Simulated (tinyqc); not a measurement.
Worked calculation: empirical pseudopotential in a few plane waves. Computed by tinyqc, a small Python program that keeps every step. Settings: plane-wave index or count = 15. Command: `OMP_NUM_THREADS=1 python tinyqc.py 24453 24454 out.jsonl` (the two numbers bound the seeds that draw the settings). One thread of a shared host (Intel(R) Xeon(R) Processor @ 2.60GHz), about 0.2 s of CPU time with the checks.

## Bloch Hamiltonian at G

Parameters chosen for this model: fcc lattice, atoms at +/- a/8 (1,1,1); form factors in rydberg at |G|^2 in units of (2 pi/a)^2:
```
parameter,value,unit
a,6.070000,angstrom
VS(3),-0.219000,Ry
VS(8),0.010000,Ry
VS(11),0.072000,Ry
VA(3),0.055000,Ry
VA(4),0.031000,Ry
VA(11),0.018000,Ry
hbar^2/2m (2 pi/a)^2,4.082303,eV
```

k point G (2 pi / a): 0  0  0

Basis: the 15 shortest G (labels in 2 pi/a), the same at every k. H(G,G') = c |k + G|^2 delta + VS(|G-G'|^2) cos((G-G').tau) + i VA sin((G-G').tau), tau = a/8 (1,1,1); 1 Ry = 13.605693 eV.

H(k) at G (eV):
```
,+0+0+0,-1-1-1,-1-1+1,-1+1-1,-1+1+1,+1-1-1,+1-1+1,+1+1-1,+1+1+1,-2+0+0,+0-2+0,+0+0-2,+0+0+2,+0+2+0,+2+0+0
+0+0+0,0.000000,2.106928+0.529137i,-2.106928+0.529137i,-2.106928+0.529137i,-2.106928-0.529137i,-2.106928+0.529137i,-2.106928-0.529137i,-2.106928-0.529137i,2.106928-0.529137i,0.000000+0.421776i,0.000000+0.421776i,0.000000+0.421776i,0.000000-0.421776i,0.000000-0.421776i,0.000000-0.421776i
-1-1-1,2.106928-0.529137i,12.246910,0.000000-0.421776i,0.000000-0.421776i,-0.136057,0.000000-0.421776i,-0.136057,-0.136057,0.000000,-2.106928-0.529137i,-2.106928-0.529137i,-2.106928-0.529137i,-0.692689+0.173172i,-0.692689+0.173172i,-0.692689+0.173172i
-1-1+1,-2.106928-0.529137i,0.000000+0.421776i,12.246910,0.136057,0.000000-0.421776i,0.136057,0.000000-0.421776i,0.000000,-0.136057,-2.106928+0.529137i,-2.106928+0.529137i,0.692689+0.173172i,2.106928-0.529137i,-0.692689-0.173172i,-0.692689-0.173172i
-1+1-1,-2.106928-0.529137i,0.000000+0.421776i,0.136057,12.246910,0.000000-0.421776i,0.136057,0.000000,0.000000-0.421776i,-0.136057,-2.106928+0.529137i,0.692689+0.173172i,-2.106928+0.529137i,-0.692689-0.173172i,2.106928-0.529137i,-0.692689-0.173172i
-1+1+1,-2.106928+0.529137i,-0.136057,0.000000+0.421776i,0.000000+0.421776i,12.246910,0.000000,0.136057,0.136057,0.000000-0.421776i,2.106928+0.529137i,-0.692689+0.173172i,-0.692689+0.173172i,-2.106928-0.529137i,-2.106928-0.529137i,0.692689-0.173172i
+1-1-1,-2.106928-0.529137i,0.000000+0.421776i,0.136057,0.136057,0.000000,12.246910,0.000000-0.421776i,0.000000-0.421776i,-0.136057,0.692689+0.173172i,-2.106928+0.529137i,-2.106928+0.529137i,-0.692689-0.173172i,-0.692689-0.173172i,2.106928-0.529137i
+1-1+1,-2.106928+0.529137i,-0.136057,0.000000+0.421776i,0.000000,0.136057,0.000000+0.421776i,12.246910,0.136057,0.000000-0.421776i,-0.692689+0.173172i,2.106928+0.529137i,-0.692689+0.173172i,-2.106928-0.529137i,0.692689-0.173172i,-2.106928-0.529137i
+1+1-1,-2.106928+0.529137i,-0.136057,0.000000,0.000000+0.421776i,0.136057,0.000000+0.421776i,0.136057,12.246910,0.000000-0.421776i,-0.692689+0.173172i,-0.692689+0.173172i,2.106928+0.529137i,0.692689-0.173172i,-2.106928-0.529137i,-2.106928-0.529137i
+1+1+1,2.106928+0.529137i,0.000000,-0.136057,-0.136057,0.000000+0.421776i,-0.136057,0.000000+0.421776i,0.000000+0.421776i,12.246910,-0.692689-0.173172i,-0.692689-0.173172i,-0.692689-0.173172i,-2.106928+0.529137i,-2.106928+0.529137i,-2.106928+0.529137i
-2+0+0,0.000000-0.421776i,-2.106928+0.529137i,-2.106928-0.529137i,-2.106928-0.529137i,2.106928-0.529137i,0.692689-0.173172i,-0.692689-0.173172i,-0.692689-0.173172i,-0.692689+0.173172i,16.329214,0.136057,0.136057,-0.136057,-0.136057,0.000000
+0-2+0,0.000000-0.421776i,-2.106928+0.529137i,-2.106928-0.529137i,0.692689-0.173172i,-0.692689-0.173172i,-2.106928-0.529137i,2.106928-0.529137i,-0.692689-0.173172i,-0.692689+0.173172i,0.136057,16.329214,0.136057,-0.136057,0.000000,-0.136057
+0+0-2,0.000000-0.421776i,-2.106928+0.529137i,0.692689-0.173172i,-2.106928-0.529137i,-0.692689-0.173172i,-2.106928-0.529137i,-0.692689-0.173172i,2.106928-0.529137i,-0.692689+0.173172i,0.136057,0.136057,16.329214,0.000000,-0.136057,-0.136057
+0+0+2,0.000000+0.421776i,-0.692689-0.173172i,2.106928+0.529137i,-0.692689+0.173172i,-2.106928+0.529137i,-0.692689+0.173172i,-2.106928+0.529137i,0.692689+0.173172i,-2.106928-0.529137i,-0.136057,-0.136057,0.000000,16.329214,0.136057,0.136057
+0+2+0,0.000000+0.421776i,-0.692689-0.173172i,-0.692689+0.173172i,2.106928+0.529137i,-2.106928+0.529137i,-0.692689+0.173172i,0.692689+0.173172i,-2.106928+0.529137i,-2.106928-0.529137i,-0.136057,0.000000,-0.136057,0.136057,16.329214,0.136057
+2+0+0,0.000000+0.421776i,-0.692689-0.173172i,-0.692689+0.173172i,-0.692689+0.173172i,0.692689+0.173172i,2.106928+0.529137i,-2.106928+0.529137i,-2.106928+0.529137i,-2.106928-0.529137i,0.000000,-0.136057,-0.136057,0.136057,0.136057,16.329214
```

## Levels at G

Diagonalise the Hermitian matrix.

eigenvalues (eV): -2.919780  8.095562  8.095562  8.095562  9.539923  12.237202  12.237202  12.237202  15.156606  16.057100  16.057100  20.218157  20.218157  20.218157  20.406855

## Bands along a path

The same steps at evenly spaced points between the labelled ones.

Bands along the path (eV), lowest eight:
```
k,band 1,band 2,band 3,band 4,band 5,band 6,band 7,band 8
L,-1.253364,2.851311,7.587926,7.587926,10.014948,13.205794,13.205794,15.938851
L-G 0.20,-1.649262,3.362590,7.549242,7.549242,10.043578,13.095945,13.095945,16.030232
L-G 0.40,-2.140035,4.365125,7.639891,7.639891,10.243981,13.041262,13.041262,14.796362
L-G 0.60,-2.557634,5.659475,7.819329,7.819329,10.509572,12.808128,12.808128,13.168196
L-G 0.80,-2.827303,7.088713,8.009712,8.009712,10.292416,12.253338,12.423095,12.423095
G,-2.919780,8.095562,8.095562,8.095562,9.539923,12.237202,12.237202,12.237202
G-X 0.20,-2.796281,7.015332,7.854406,7.854406,10.654469,11.769679,12.697218,12.697218
G-X 0.40,-2.433548,5.552763,7.372631,7.372631,11.003550,11.882275,13.830074,13.830074
G-X 0.60,-1.861286,4.204927,6.950556,6.950556,10.495349,11.553620,15.326033,15.326033
G-X 0.80,-1.164136,3.092219,6.725161,6.725161,10.317582,10.777387,17.050710,17.050710
X,-0.603183,2.490535,6.753696,6.753696,10.261992,10.555080,18.971323,18.971323
```

With 4 band(s) filled, the highest filled level on these points lies at G and the lowest empty one at G: a gap of 1.4444 eV, direct. This holds for the small fixed basis; with all plane waves up to |k + G|^2 = 21 (2 pi/a)^2 the gap along the path is 2.04 eV.

## Convergence with the number of plane waves

Levels at G counted from the fourth one.

Levels (eV):
```
plane waves,level 1,level 5,level 8
9,-14.280244,0.843553,1.025833
15,-11.015342,1.444361,4.141640
27,-10.229558,1.929178,4.181588
51,-10.120133,2.012020,4.434285
59,-10.164375,2.037984,4.244964
65,-10.177143,2.036735,4.206514
89,-10.151472,2.032801,4.227645
```
